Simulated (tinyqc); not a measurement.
# From one set of inputs to another, one input at a time

Model: minimum-mode following (dimer method) and harmonic rate on a two-dimensional model surface. Computed by tinyqc, a small Python program. Command: `OMP_NUM_THREADS=1 python tinyqc.py 3013217 3013218 out.jsonl dimer ladder`. One thread of a shared host (Intel(R) Xeon(R) Processor @ 2.30GHz), about 0.03 s of CPU time with the checks.

V(x, y) = -A (cos kx + cos ky) - B cos kx cos ky + (C sin ky + S sin kx)(1 - cos kx), k = 2 pi/a; the atom hops from the minimum at (0, 0) to that at (a, 0).

The inputs printed are set A. Inputs not listed in the table keep their values of set A, so the rows need not describe a real material.

Inputs (values chosen for the exercise, for a model surface):
```
quantity        value      unit
amplitude A      0.45        eV
amplitude B      0.13        eV
skew C           0.17        eV
asymmetry S    -0.074        eV
period a          3.9  angstrom
mass M            189         u
temperature T     500         K
```

Surface: adatom on a square lattice.

Constants: nu for 1 eV/(angstrom^2 u) = 15.6333042 THz; k_B = 8.617333262e-05 eV/K.

Method:
- Newton steps x(new) = x - H^-1 grad V (moves limited to 0.3 angstrom) from (0, 0), (a, 0) and (a/2, 0) give the two minima and the saddle.
- Diagonalise the Hessian at the start minimum and at the saddle; nu = 15.6333042 THz x sqrt(|lambda|/M).
- Vineyard prefactor nu* = nu1 nu2 (minimum)/nu2 (saddle); k = nu* exp(-E_b/(k_B T)).

Each row keeps all changes above it:
```
input moved          from      to  barrier from the start (eV)  prefactor nu* (THz)  rate k (1/s)
set A                   -       -                       1.0373               1.5504    5.4354e+01
skew C (eV)          0.17    0.12                       1.1013               1.6724    1.3273e+01
asymmetry S (eV)   -0.074    0.11                       1.1241               1.6667    7.7849e+00
amplitude B (eV)     0.13  -0.097                       0.7163               0.8484    5.1080e+04
mass M (u)            189     166                       0.7163               0.9052    5.4504e+04
temperature T (K)     500     150                       0.7163               0.9052    7.7443e-13
amplitude A (eV)     0.45    0.47                       0.7554               0.9407    3.9203e-14
```

Where does the difference come from?

Barrier from the start goes from 1.04 to 0.755, a factor 0.728 in all. The largest single move comes from amplitude B (a factor 0.637), and skew C works against it (a factor 1.06). Prefactor nu* goes from 1.55 to 0.941, a factor 0.607 in all. The largest single move comes from amplitude B (a factor 0.509), and skew C works against it (a factor 1.08). Rate k goes from 54.4 to 3.92e-14, a factor 7.21e-16 in all. The largest single move comes from temperature T (a factor 1.42e-17), and amplitude B works against it (a factor 6560). The single moves hold for this order of the switches; the total does not depend on the order.

Extremes, crossings and ranges named in words are read from the listed rows.
